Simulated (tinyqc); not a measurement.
What moves the results: inter-valley coupling by envelope functions against a chain of atomic planes. A value that a table varies takes the place of the one given here.

Chain: E(phi) = e0 + 2 v cos(phi) + 2 u cos(2 phi), cos(phi0) = -v/(4u), e0 = 2u + v^2/(4u); plane j = 0, 1, ... has the potential V_j = dE x_j + F (j - 30) a/4 (1 MV/m = 1e-4 V/angstrom). There are 30 barrier planes a side; with y = j - 29.5, x_j = xb (f(y) + f(Nw - y)), f(y) = 1/(1 + exp(y/L)), plus any Ge added in the well. The valley splitting is the spacing of the two lowest levels. Envelope theory: F_j solves a one-valley chain with hopping -b and diagonal 2b + V_j, b = 4u sin^2(phi0), sum F_j^2 = 1; the valleys couple by Dv = sum_j F_j^2 V_j exp(-2 i phi0 j) and split by 2|Dv|.

Parameters, chosen for this exercise (near those of the Delta valleys of silicon in a SiGe well; shifted at random, so the results belong to these values and not to a real crystal): a = 5.431 angstrom (lattice constant; planes lie a/4 apart); u = 0.593 eV (second-neighbour hopping); v = 0.555 eV (nearest hopping); Nw = 52 (planes in the well); L = 1.25 planes (interface width); xb = 0.33 (Ge fraction of the barriers); dE = 0.62 eV (offset per unit Ge fraction); F = 8 MV/m (field); xs = 0.16 (Ge fraction added on that plane); xw = 0.005 (mean Ge fraction of the wiggle); x0 = 2088 (start of the number sequence); na = 8000 (atoms a plane under the dot); js = 67 (plane j of a Ge spike (the well starts at j = 30)).

## Position of the spike

The spike is moved through the well; position counted from the first well plane, j - 30.

Against position:
```
j - 30  F_j^2, smooth  mean of the doublet (meV)  splitting, chain (micro-eV)  envelope  first order
3             0.01457                      30.34                         2078      2005         2890
6             0.02737                      31.19                         3778      3641         5430
10            0.04123                      32.28                         5961      5817         8180
16            0.04479                      32.91                         7214      7125         8885
21            0.03496                      32.01                         5412      5337         6937
26            0.02205                      30.86                         3118      3041         4374
34            0.00730                      29.78                          964       927         1447
42            0.00151                      29.40                          208       201          300
49            0.00017                      29.31                           27        26           34
```

The splitting is largest at plane 16 among these rows (7214 micro-eV), and the smooth envelope peaks at plane 14, counting all planes; without a spike it is 0.55. Where the splitting exceeds 20 micro-eV the envelope theory lies within 3.8 % of the chain and first order within 50 %.

## A periodic Ge profile (wiggle well)

periods (planes): pi/phi0 1.73860, pi/(pi - phi0) 2.35391

Added fraction xw (1 - cos(2 pi (j - 30)/p)) on the well planes; p = f times the resonant period pi/(pi - phi0). At resonance the estimate is dE xw.

Against period:
```
f     p (planes)  mean of the doublet (meV)  splitting, chain (micro-eV)  envelope
0.90      2.1185                      32.35                          226       241
0.95      2.2362                      32.33                         1480      1517
0.98      2.3068                      32.35                         2732      2746
0.99      2.3304                      32.36                         2975      2973
1.00      2.3539                      32.37                         3063      3046
1.01      2.3774                      32.36                         2993      2964
1.02      2.4010                      32.35                         2785      2747
1.05      2.4716                      32.33                         1738      1690
1.10      2.5893                      32.34                          483       454
1.50      3.5309                      32.37                            9         8
3.00      7.0617                      32.37                            2         2
```

The splitting peaks at f = 1 with 3.06 meV, against the estimate dE xw = 3.10 meV, and is 0.89 and 0.91 of the value at f = 1 two per cent off to either side: the width of the resonance is set by the number of periods under the envelope. At f = 3 it is 2 micro-eV. The chain has one orbital a plane and knows only this resonance; longer periods that work through other bands are outside it.

## Random alloy fluctuations

A uniform fraction x is added on all planes. Each plane j then fluctuates by q sqrt(x_j (1 - x_j)/na) in Ge fraction, q = sqrt12 (z/2147483647 - 1/2) with z(new) = 16807 z mod 2147483647 from x0, restarted for each row; 24 samples. Theory: Dv is a complex Gaussian with sigma^2 = dE^2 sum F_j^4 x_j (1 - x_j)/na, and the mean splitting is sqrt(pi) sigma if the smooth part is negligible.

Splitting (micro-eV):
```
x     sigma  sqrt(pi) sigma  mean of 24  least  largest
0.00   35.3            62.6        60.1   15.0    103.1
0.01  129.8           230.0       218.1   16.0    584.8
0.02  179.2           317.6       305.0   46.3    818.7
0.05  275.8           488.8       473.3  103.9   1268.6
0.10  378.1           670.1       650.6  161.8   1741.9
```

Without added Ge the disorder sits in the barriers, where the state is small: mean 60.1 micro-eV, against 0.55 for the smooth well. With 5 % Ge in the well the mean is 473, theory 489, with a statistical error of about 11 % for 24 samples; the miss is -3 %, and since every row reuses one sequence the rows with added Ge miss alike. The spread grows with the mean: at 5 % the samples run from 104 to 1269, so small splittings remain possible. sigma falls as 1/sqrt(na) for larger dots. A chain with one orbital a plane has no Bloch-function factor, which scales all these couplings down in fuller models.

## What each parameter does

Chain with the spike on plane js. Each row changes one parameter from the base and keeps the others.

Results:
```
case             level (meV)  splitting (micro-eV)
base                  29.585                 571.8
Nw = 58               29.543                 602.8
L = 1.75 planes       30.582                 639.5
xb = 0.38             29.959                 601.0
dE = 0.682 eV         29.859                 630.1
F = 10 MV/m           33.796                 371.2
js = 70               29.459                 320.0
xs = 0.208            29.638                 676.6
```

The largest shifts from the base row, up to three for each result and ties (the steps differ in size, so this ranks the rows, not the parameters). level (meV): F +4.211, L +0.997, xb +0.374. splitting (micro-eV): js -251.8, F -200.7, xs +104.8.

Computed by tinyqc, a small Python program: `OMP_NUM_THREADS=1 python tinyqc.py 1452360 1452361 out.jsonl` (the numbers bound the seed that draws the inputs); one thread of a shared host (Intel(R) Xeon(R) Processor @ 2.30GHz), about 0.05 s for the whole set of steps.
